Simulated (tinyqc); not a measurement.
Which input was changed? Model: self-consistent Fermi level with native defects, at growth and after a quench. Computed by tinyqc, a small Python program. Command: `OMP_NUM_THREADS=1 python tinyqc.py 3028777 3028778 out.jsonl scfermi which`. One thread of a shared host (Intel(R) Xeon(R) Processor @ 2.30GHz), about 0.5 s of CPU time with the checks.

Energies are counted from the top of the valence band (VBM); when the gap shrinks with temperature the conduction band moves and the levels stay. The added dopant is taken as fully ionised. D and A draw on one reservoir with opposite signs, as the two vacancies of a compound do.

Inputs (values chosen for the exercise, with bands modelled on GaN):
```
quantity,value,unit
gap E_g at 300 K,3.5,eV
slope -dE_g/dT above 300 K,0.00081,eV/K
electron mass m_e,0.206,m_0
valleys M_c,1,-
hole mass m_h,1.39,m_0
E_f of the neutral native donor D,6.9,eV
E_f of the neutral native acceptor A,3.391,eV
shift s of the chemical potential,-0.096,eV
site density N_s,2.2e+22,cm^-3
dopant density N_X,1.4e+18,cm^-3
growth temperature T_g,1370,K
temperature of use T,200,K
```

Added shallow dopant: donor.

levels of D above the VBM, most positive state first (eV): [2.26, 2.79, 2.8]

levels of A above the VBM, (0/-1) first (eV): [0.638]

Constants: m_0 = 9.1093837015e-31 kg; k_B = 1.380649e-23 J/K; h = 6.62607015e-34 J s; k_B = 8.617333262e-05 eV/K.

Method:
- E_f(D, 0) = input + s and E_f(A, 0) = input - s; E_f(q, E_F = 0) follows from the levels, eps(q/q-1) = E_f(q - 1) - E_f(q) at E_F = 0.
- E_g(T) = E_g - slope x max(0, T - 300 K).
- N_c = 2 M_c (2 pi m_e k_B T/h^2)^(3/2) and N_v = 2 (2 pi m_h k_B T/h^2)^(3/2), masses in units of m_0.
- At growth T = T_g.
- n = N_c F_1/2((E_F - E_g)/k_B T), p = N_v F_1/2(-E_F/k_B T).
- F_1/2(eta) = (2/sqrt(pi)) int_0^infinity sqrt(x)/(1 + exp(x - eta)) dx, by the trapezoid rule in t = sqrt(x) with step 0.02 up to t = 12 (for eta < -12 by exp(eta) - exp(2 eta)/2^(3/2)).
- In equilibrium c_q = N_s exp(-(E_f(q, 0) + q E_F)/k_B T).
- Net charge = p - n + sum q c_q + N_X; the log ratio is ln(positive charge/negative charge).
- E_F is the root of the log ratio, by 50 bisections between -0.5 eV and E_g + 0.5 eV.
- After a quench the totals of D and A stay as grown, and each is shared among its charge states with weights exp(-(E_f(q, 0) + q E_F)/k_B T).

Question. One of these inputs alone was changed, within the range given: E_f of the neutral native donor D (3.45 to 13.8); E_f of the neutral native acceptor A (1.696 to 6.782); dopant density N_X (7e+17 to 2.8e+18); temperature of use T (150 to 400). Which one, and to what value?

Results:
```
run,total D (cm^-3),total A (cm^-3),E_F after the quench (eV)
before,1.391168e+01,4.459358e+15,3.508088
after,2.257216e+08,4.459358e+15,3.508088
```

Answer.

Each candidate set to reproduce total D, and what it then gives:
```
candidate,range searched,value needed,total A (cm^-3),E_F after the quench (eV)
E_f of the neutral native donor D (eV),3.45 to 13.8,4.940,4.4594e+15,3.5081
E_f of the neutral native acceptor A (eV),1.696 to 6.782,2.023,1.3966e+18,3.3976
dopant density N_X (cm^-3),7e+17 to 2.8e+18,out of reach,-,-
temperature of use T (K),150 to 400,no effect,-,-
```

Only E_f of the neutral native donor D fits every result: it went from 6.9 to 4.94 eV. The next best candidate, E_f of the neutral native acceptor A, misses one result by a factor of 310.

Caution: in a wide-gap host the dopant, above all an acceptor, may be only partly ionised at the temperature of use; the carrier density is then overstated.
